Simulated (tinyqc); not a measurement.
Nanosheet or nanowire with hard walls, valleys of the Si type: sweeps and comparisons. A value that a table varies takes the place of the one given here.

Six ellipsoidal valleys along the cube axes: inverse mass tensor w = 1/mt + (1/ml - 1/mt) a a^T with a the unit axis. Device axes: x along the channel, z = [001], y = z x x.

Hard walls around a W x H rectangle. The block w_c of w in (y, z) confines; the transport mass follows from 1/m_x = w_xx - w_xc w_c^-1 w_cx. The cross-section problem c (w_yy ky^2 + 2 w_yz ky kz + w_zz kz^2), c = hbar^2/2m0, is solved in products sin(n pi y/W) sin(l pi z/H), n, l = 1 to 12; if w_yz = 0 the levels are c pi^2 (w_yy n^2/W^2 + w_zz l^2/H^2). The w_yz term couples (n, l) to (n', l') by -2 c w_yz D_nn'(W) D_ll'(H) with D_nm(L) = 4 n m/(L (n^2 - m^2)) for n + m odd and 0 otherwise.

Without degeneracy the line density is N1 exp((EF - Ec)/kB T) with N1 = sum 2 g sqrt(m_x kB T/(4 pi c)) exp(-E/kB T), here over n, l up to 80 where w_yz = 0 and over all levels of a 12 x 12 sine basis otherwise; the classical value is W H Nc with Nc = 2 g_all (m_dos kB T/(4 pi c))^(3/2), m_dos = (ml mt^2)^(1/3); dVt = kB T ln(W H Nc/N1).

Constants: hbar^2/2m0 = 3.80998211 eV angstrom^2; kB = 8.617333262e-05 eV/K.

Inputs chosen for the exercise (near those of Si; not measured data): ml = 0.91 m0 (longitudinal mass); mt = 0.187 m0 (transverse mass); T = 300 K (temperature); g_all = 6 (number of valleys); channel = 110 (transport direction x on a (001) wafer); H = 68 angstrom (height, along z = [001]); Ws = (25, 35, 50, 75, 110, 170, 260) angstrom (widths); W = 130 angstrom (width, along y).

## From wire to sheet

Valleys:

| group | valleys g | w_yy | w_zz | \|w_yz\| | m_x (m0) |
|---|---|---|---|---|---|
| A | 2 | 5.34759 | 1.09890 | 0.00000 | 0.18700 |
| B | 4 | 3.22325 | 5.34759 | 0.00000 | 0.54850 |

Lowest level of each group (groups ordered by w_zz, then w_yy) and dVt against the width.

Results:

| W (angstrom) | A1 (eV) | B1 (eV) | dVt (mV) |
|---|---|---|---|
| 25 | 0.3307 | 0.2374 | 208.4 |
| 35 | 0.1731 | 0.1424 | 119.4 |
| 50 | 0.0894 | 0.0920 | 71.4 |
| 75 | 0.0447 | 0.0650 | 46.8 |
| 110 | 0.0256 | 0.0535 | 36.8 |
| 170 | 0.0159 | 0.0477 | 31.2 |
| 260 | 0.0119 | 0.0453 | 28.2 |

dVt falls from 208 to 28 mV. The lowest group changes from B to A between W = 35 and 50 angstrom (H = 68). At the widest W the lowest level is 0.0119 eV; the film limit c pi^2 w_zz/H^2 of that group is 0.0089 eV.

## Channel direction

The same rectangle along [100] and [110]; groups ordered by w_zz, then w_yy.

Lowest level of each group:

| channel, group | valleys g | w_yy | w_zz | \|w_yz\| | m_x (m0) | E (eV) |
|---|---|---|---|---|---|---|
| [100] A | 2 | 5.348 | 1.099 | 0.000 | 0.187 | 0.0208 |
| [100] B | 2 | 1.099 | 5.348 | 0.000 | 0.187 | 0.0459 |
| [100] C | 2 | 5.348 | 5.348 | 0.000 | 0.910 | 0.0554 |
| [110] A | 2 | 5.348 | 1.099 | 0.000 | 0.187 | 0.0208 |
| [110] B | 4 | 3.223 | 5.348 | 0.000 | 0.548 | 0.0507 |

The lowest subband has m_x = 0.187 m0 and 2 valleys along [100], and 0.187 m0 and 2 valleys along [110]; its edge lies at 0.0208 and 0.0208 eV. These valleys have their axis along z, so turning the channel in the wafer plane leaves them alone; only the higher groups change.

## What each parameter does

E1 and E2 are the two lowest subband edges over all groups. Each row changes one parameter from the base and keeps the others.

Results:

| case | E1 (eV) | E2 - E1 (meV) | m_x of lowest (m0) | dVt (mV) |
|---|---|---|---|---|
| base | 0.0208 | 26.8 | 0.187 | 34.2 |
| W = 120 angstrom | 0.0229 | 26.8 | 0.187 | 35.4 |
| H = 76 angstrom | 0.0191 | 21.5 | 0.187 | 30.5 |
| T = 350 K | 0.0208 | 26.8 | 0.187 | 35.7 |
| ml = 1.001 m0 | 0.0200 | 24.4 | 0.187 | 33.9 |
| mt = 0.168 m0 | 0.0222 | 26.8 | 0.168 | 36.6 |

The largest shifts from the base row, up to three for each result and ties (the steps differ in size, so this ranks the rows, not the parameters). E1 (eV): W +0.0021, H -0.0018, mt +0.0013; unchanged at the printed digits by T. E2 - E1 (meV): H -5.3, ml -2.4; unchanged at the printed digits by W, T and mt. m_x of lowest (m0): mt -0.019; unchanged at the printed digits by W, H, T and ml. dVt (mV): H -3.7, mt +2.4, T +1.5.

(tinyqc, `OMP_NUM_THREADS=1 python tinyqc.py 1282271 1282272 out.jsonl`, Intel(R) Xeon(R) Processor @ 2.30GHz, 1 thread, shared host, about 0.03 s.)
